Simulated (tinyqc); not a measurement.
## Margin needed against array size

Cells fail independently with probability Q(k) = erfc(k/sqrt(2))/2 when the margin is k standard deviations, and Y = exp(-Nb Q(k)). phi = exp(-k^2/2)/sqrt(2 pi).  k solves Y = exp(-Nb Q(k)); the estimate is sqrt(2 ln(Nb/(-ln Y))).

Parameters, values chosen for the exercise: wanted yield Y = 0.957.

Margin needed against array size:

| Nb | allowed Q | k | estimate |
|---|---|---|---|
| 512 | 8.584e-5 | 3.757 | 4.327 |
| 8192 | 5.365e-6 | 4.402 | 4.927 |
| 131072 | 3.353e-7 | 4.970 | 5.460 |
| 2097152 | 2.096e-8 | 5.483 | 5.947 |
| 33554432 | 1.310e-9 | 5.954 | 6.396 |
| 536870912 | 8.187e-11 | 6.392 | 6.816 |
| 8589934592 | 5.117e-12 | 6.803 | 7.211 |

A 1.68e7-fold larger array raises k only from 3.76 to 6.80; the last factor of 16 costs 0.41 standard deviations. The estimate, which drops the factor 1/(k sqrt(2 pi)) of the tail, is 15 % above k in the first row and 6.0 % above it in the last.

Computed by the program tinyqc: `OMP_NUM_THREADS=1 python tinyqc.py 2090013 2090014 out.jsonl`, one thread of a shared Intel Xeon 2.30GHz, about 0.01 s for the whole run.
